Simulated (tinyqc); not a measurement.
What moves the results: localisation in a chain with random site energies (transfer matrices). A value that a table varies takes the place of the one given here.

Hopping -t; leads with site energy 0, E = -2t cos(ka). psi_(j+1) = ((e_j - E)/t) psi_j - psi_(j-1), a product of matrices M_j = [[(e_j - E)/t, -1], [1, 0]]. For M = M_N ... M_1 the transmission is T = 4 sin^2(ka)/|M21 - M12 + M22 exp(ika) - M11 exp(-ika)|^2. Long samples draw e_j = W (x_j/2147483647 - 1/2) from x_j = 16807 x_(j-1) mod 2147483647, starting at x0. The localisation length xi, in sites, is defined by ln T = -2N/xi on average; weak disorder gives xi = 24 (4t^2 - E^2)/W^2, and the mean free path for backscattering is xi/2.

Numerical xi = N/ln sqrt(psi_(N+1)^2 + psi_N^2) for N = 20000 sites from psi_1 = 1, psi_0 = 0; its statistical error is about xi sqrt(xi/N).

Values chosen for the exercise: t = 0.65 eV (hopping); E = -0.58 eV (energy); x0 = 7124 (start of the number sequence); W = 1.84 eV (full width of the disorder).

## Localisation length against disorder

The same number sequence scaled by W.

xi (sites):
```
W/t   W (eV)  numerical  error  weak disorder  strong: 1/(ln(W/2t) - 1)
1.0    0.650     78.415  4.910         76.891                         -
1.5    0.975     34.164  1.412         34.174                         -
2.0    1.300     17.955  0.538         19.223                         -
3.0    1.950      8.370  0.171          8.543                         -
4.0    2.600      5.125  0.082          4.806                         -
6.0    3.900      2.741  0.032          2.136                         -
10.0   6.500      1.401  0.012          0.769                     1.641
16.0  10.400      0.886  0.006          0.300                     0.926
```

At W = t the numerical value is 78.4 +/- 4.9 against 76.9, and at 2t 17.95 +/- 0.54 against 19.22. The weak-disorder formula is within 15 % for W/t = 1, 1.5, 2, 3 and 4; at W = 16t it gives 0.30 and the strong-disorder form 0.93, against 0.89. All states of the chain are localised; disorder only sets the length.

## From ballistic to localised

200 samples of each length, cut one after another from the start of the sequence. Typical T = exp(mean ln T). Ohmic: 1/(1 + 2N/xi); localised: exp(-2N/xi), both with the weak-disorder xi.

Transmission:
```
N    mean T  typical T  spread of ln T   ohmic  localised
2     0.726      0.693           0.320   0.706      0.659
5     0.443      0.354           0.751   0.490      0.353
10    0.243      0.128           1.306   0.324      0.124
20    0.111     0.0183           2.253   0.193     0.0155
40  0.00643   0.000190           3.298   0.107   0.000239
80  0.00196   4.80e-08           4.977  0.0566   5.73e-08
```

With xi = 9.6 sites, mean and typical T are 0.443 and 0.354 at N = 5, and 0.00196 and 4.80e-08 at N = 80, where ln T scatters by 5.0. The slope of ln(typical T) between 40 and 80 sites gives xi = 9.7, uncertain by about 5 % from the scatter of 200 samples. At N = 80 the ohmic law gives 1.18e+06 times the typical value: a single channel has no ohmic range beyond a mean free path, and the mean is carried by rare resonant samples.

## What each parameter does

Numerical and weak-disorder xi. Each row changes one parameter from the base and keeps the others.

Results:
```
case          numerical xi (sites)  weak-disorder xi (sites)
base                          9.38                      9.60
t = 0.747 eV                 12.98                     13.44
E = -0.41 eV                 11.07                     10.79
W = 2.208 eV                  6.77                      6.66
x0 = 7125                     9.25                      9.60
```

The largest shifts from the base row, up to three for each result and ties (the steps differ in size, so this ranks the rows, not the parameters). numerical xi (sites): t +3.60, W -2.61, E +1.69. weak-disorder xi (sites): t +3.84, W -2.93, E +1.19; unchanged at the printed digits by x0. A new x0 is another sample of the same disorder; its shift is one draw of the statistical scatter, about xi sqrt(xi/N); the other rows share one sample, so their errors are correlated.

(tinyqc, `OMP_NUM_THREADS=1 python tinyqc.py 1450075 1450076 out.jsonl`, Intel(R) Xeon(R) Processor @ 2.30GHz, 1 thread, shared host, about 0.04 s.)
